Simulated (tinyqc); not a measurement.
Inside a calculation. Model: space-charge-limited current through a thin insulating or semi-insulating film with traps. Computed by tinyqc, a small Python program that keeps every step. Command: `OMP_NUM_THREADS=1 python tinyqc.py 3009981 3009982 out.jsonl sclc walk`. One thread of a shared host (Intel(R) Xeon(R) Processor @ 2.30GHz), about 0.01 s of CPU time with the checks. Intermediate numbers are printed to about 6 digits and carried at full precision; extremes and crossings named in words are read from the listed rows.

One ohmic injecting contact at x = 0 (field zero), drift only, non-degenerate free carriers.

Inputs (values chosen for the exercise, modelled on Si3N4):
```
quantity,value,unit
permittivity eps,7.5,-
band mobility mu,0.079,cm^2/(V s)
effective density of states N_c,1.1e+20,1/cm^3
trap density N_t,7.9e+16,1/cm^3
"equilibrium Fermi level below the band edge, E_0",0.58,eV
thickness d,170,nm
"free density at the anode, in units of N_c",3.6e-07,-
temperature T,400,K
trap level E_t below the band edge,0.44,eV
```

Traps: single level.

Constants: k_B = 8.617333262e-05 eV/K; e = 1.602176634e-19 C; eps_0 = 8.8541878128e-12 F/m.

## Equilibrium and landmark voltages

Free density n_0 = N_c exp(-E_0/k_B T) in equilibrium; trapped density n_t(n) = N_t/(1 + n_1/n), n_1 = N_c exp(-E_t/k_B T). theta = n/(n + n_t) at the anode density; trap-filled-limit voltage V_TFL = e (N_t - n_t(n_0)) d^2/(2 eps eps_0).

n_0 = 5.41644e+12 1/cm^3

n_t(n_0) = 1.33749e+15 1/cm^3

theta = 0.00446242

V_TFL = 2.70757 V

## One point of the curve

J = e mu n F and (eps eps_0/e) dF/dx = n - n_0 + n_t(n) - n_t(n_0) = rho(n). With F = J/(e mu n): d = (eps eps_0 J/(e^2 mu)) I_1 and V = (eps eps_0 J^2/(e^3 mu^2)) I_2, I_k = int_(n_L)^infinity dn/(n^(k+1) rho(n)), n_L the density at the anode; with u = n_L/n, 200 Gauss-Legendre points in t, u = 1 - (1 - t)^2. Anode field J/(e mu n_L); Mott-Gurney current (9/8) eps eps_0 mu V^2/d^3; ohmic current e n_0 mu V/d.

I_1 = 1.76238e-30 cm^6

I_2 = 2.86278e-44 cm^9

current density J = 0.0294569 A/cm^2

voltage V = 0.642667 V

anode field over mean field V/d = 1.55459

trap-free Mott-Gurney current = 4.96152 A/cm^2

ohmic current = 0.00259172 A/cm^2

J is 0.00594 times the trap-free law and 11.4 times the ohmic current; theta is 0.00446. The field ratio is 1 for ohmic flow, 3/2 for the square law and 2 for a uniform fixed charge; here 1.55.

## The whole curve

The last column is d ln J/d ln V up to the next row.

Current against voltage:
```
n_L (1/cm^3),V (V),J (A/cm^2),slope
5.70e+12,3.46326e-02,1.79643e-04,1.62462
1.80e+13,2.99420e-01,5.97514e-03,2.16460
6.00e+13,8.91841e-01,6.34429e-02,2.87657
1.90e+14,1.71781e+00,4.18127e-01,4.58563
6.30e+14,2.44333e+00,2.10349e+00,6.88504
2.00e+15,2.97959e+00,8.24633e+00,6.00143
6.60e+15,3.75760e+00,3.31834e+01,3.94128
2.10e+16,5.45935e+00,1.44650e+02,2.78458
7.00e+16,1.03615e+01,8.61419e+02,2.28217
2.30e+17,2.54520e+01,6.69804e+03,2.09507
7.30e+17,7.20289e+01,5.92200e+04,2.03055
2.40e+18,2.27321e+02,6.10918e+05,-
```

The slope starts at 1.62, peaks at 6.9 between 2.44 and 2.98 V and ends at 2.03. Rows below 0.34 V (10 k_B T/e) are formal, since diffusion from the contact rules there. Self-heating is left out, although J V exceeds 1e5 W/cm^2 at the last row. Rows above 51.0 V are formal, since the mean field exceeds 3 MV/cm and breakdown sets in. The steep part is the filling of the level near V_TFL = 2.71 V, from which N_t can be read; below it a slope near 2, where the rows show one, belongs to the square law scaled by theta.

Checks made by the program: trap-free limit against the Mott-Gurney law (relative difference 5e-08).
